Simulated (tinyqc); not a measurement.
# Changing the carrier density n

Model: mobility of a non-polar semiconductor in the relaxation-time approximation. Computed by tinyqc, a small Python program. Command: `OMP_NUM_THREADS=1 python tinyqc.py 3000315 3000316 out.jsonl rta sweep`. One thread of a shared host (Intel(R) Xeon(R) Processor @ 2.30GHz), about 0.02 s of CPU time with the checks.

Each valley is treated as a sphere of mass m_d for states and rates, with one isotropic relaxation time; the conductivity mass m_c sets the current.

Inputs (values chosen for the exercise, modelled on electrons in germanium): longitudinal mass m_l = 1.55 m_0; transverse mass m_t = 0.0816 m_0; equivalent valleys Z = 4; non-parabolicity alpha = 0.68 1/eV; static permittivity eps_s = 16; density rho = 5323 kg/m^3; sound velocity v_l = 5370 m/s; acoustic deformation potential D_A = 11 eV; phonon energy hbar w = 31.4 meV; optical or intervalley deformation potential D_o = 4.9 1e8 eV/cm; final valleys Z_f = 3; compensation ratio C = 0; temperature T = 77 K.

Band: Kane. Impurity formula: Brooks-Herring. Further scattering: none.

Constants: k_B = 8.617333262e-05 eV/K; m_0 = 9.1093837015e-31 kg; e = 1.602176634e-19 C; hbar = 1.054571817e-34 J s; eps_0 = 8.8541878128e-12 F/m; k_B = 1.380649e-23 J/K; hbar = 6.582119569e-16 eV s.

Method:
- m_d = (m_l m_t^2)^(1/3); 1/m_c = (1/m_l + 2/m_t)/3; Hall mass factor A = 3 K_m (K_m + 2)/(2 K_m + 1)^2, K_m = m_l/m_t; N_I = n (1 + C)/(1 - C).
- Kane band: hbar^2 k^2/(2 m) = E (1 + alpha E), speed v = hbar k/(m (1 + 2 alpha E)), states per spin, volume and energy g(E) = m k (1 + 2 alpha E)/(2 pi^2 hbar^2); overlap factors are set to 1. Here m = m_d. Masses are multiplied by m_0 and all formulas are in SI units.
- The reduced Fermi level eta = E_F/(k_B T) solves n = 2 Z int g f dE with f = 1/(1 + exp(x - eta)) (Z = 1 unless valleys are given); screening length L_s = sqrt(eps_s eps_0 k_B T/(e^2 dn/deta)), dn/deta = 2 Z int g f (1 - f) dE.
- Integrals over x = E/(k_B T) use 160 Gauss-Legendre points in u = sqrt(x) from 0 to sqrt(max(eta, 0) + 32).
- Phonon occupation N_q = 1/(exp(hbar w/(k_B T)) - 1).
- Acoustic deformation potential (elastic, equipartition, absorption and emission together): 1/tau = 2 pi k_B T D_A^2 g(E)/(hbar rho v_l^2).
- Optical or intervalley deformation potential: 1/tau = (pi Z_f D_o^2/(rho w)) [N_q g(E + hbar w) + (N_q + 1) g(E - hbar w)], with g = 0 below the band edge.
- Each optical term is multiplied by (1 - f(E'))/(1 - f(E)), E' the final energy, for Pauli blocking.
- Singly charged impurities, momentum relaxation: 1/tau = N_I e^4 m (1 + 2 alpha E) Phi/(8 pi (eps_s eps_0)^2 hbar^3 k^3), with alpha = 0 for a parabolic band.
- Brooks-Herring: Phi = ln(1 + b) - b/(1 + b), b = 4 k^2 L_s^2.
- mu = (m_d/m_c) (2 Z e/(3 n k_B T)) int g v^2 tau f (1 - f) dE.
- Averages over x are split at the emission threshold x_0 = hbar w/(k_B T): 64 Gauss-Legendre points in sqrt(x) below it and 128 in sqrt(x - x_0) above it, up to x = max(eta, 0) + 32.
- Rates are added at each energy before the average. With <y> = int g v^2 y f (1 - f) dE: Hall factor r_H = A (3 n k_B T/(2 Z m_d)) <tau^2/(1 + 2 alpha E)>/<tau>^2 (alpha = 0 for a parabolic band); Hall mobility r_H mu; |S| = (k_B/e) (<x tau>/<tau> - eta); resistivity 1/(n e mu).
- Matthiessen's rule adds 1/mu of the separate processes.

One run for each value; columns: (1) carrier density n (1/cm^3); (2) drift mobility mu (cm^2/(V s)); (3) resistivity (ohm cm); (4) Seebeck coefficient |S| (microvolt/K); (5) reduced Fermi level eta; (6) Hall factor r_H; (7) excess of Matthiessen's rule over the full mu (%):
```
(1)         (2)        (3)    (4)         (5)     (6)    (7)
1.00e+14  40370  1.546e+00  994.6  -9.509e+00  0.8677  10.49
4.60e+14  34966  3.880e-01  875.3  -7.983e+00  0.8360  20.90
2.20e+15  26145  1.085e-01  760.5  -6.418e+00  0.8290  34.88
1.00e+16  16400  3.806e-02  654.3  -4.902e+00  0.8580  39.08
4.60e+16   8721  1.556e-02  544.9  -3.366e+00  0.8984  27.82
2.20e+17   4535  6.256e-03  418.7  -1.756e+00  0.8928  13.69
1.00e+18   3003  2.079e-03  276.9  -4.220e-02  0.8245   5.40
4.60e+18   2161  6.280e-04  145.6   2.361e+00  0.7920   1.97
2.20e+19   1217  2.332e-04   62.4   7.475e+00  0.7882   0.72
1.00e+20    650  9.595e-05   25.3   1.975e+01  0.7873   0.45
```

Over the rows, drift mobility mu (cm^2/(V s)) falls from 40400 to 650 (exponent d ln y / d ln x -0.094 between the first rows and -0.41 between the last); resistivity (ohm cm) falls from 1.55 to 9.60e-5 (exponent d ln y / d ln x -0.91 between the first rows and -0.59 between the last); Seebeck coefficient |S| (microvolt/K) falls from 995 to 25.3 (exponent d ln y / d ln x -0.084 between the first rows and -0.60 between the last). The mobility has fallen to half its first value between 2.20e15 and 1.00e16 per cm^3. The Fermi level enters the band between 1.00e18 and 4.60e18 per cm^3. While the gas is classical |S| falls by k_B/e ln 10 = 198 microvolt/K per decade if the scattering stays the same; between the first two rows it falls by 180 per decade. The Hall factor peaks at 0.90.

Caution (all rows): n is taken as given; at low temperature (in diamond even at 300 K) real dopants can freeze out, which changes n and N_I. Caution (rows 4.60e18, 2.20e19, 1.00e20): above a few 1e18 per cm^3 the Born approximation, static screening and an unperturbed band are rough; measured mobilities are usually lower.

Extremes, crossings and ranges named in words are read from the listed rows.
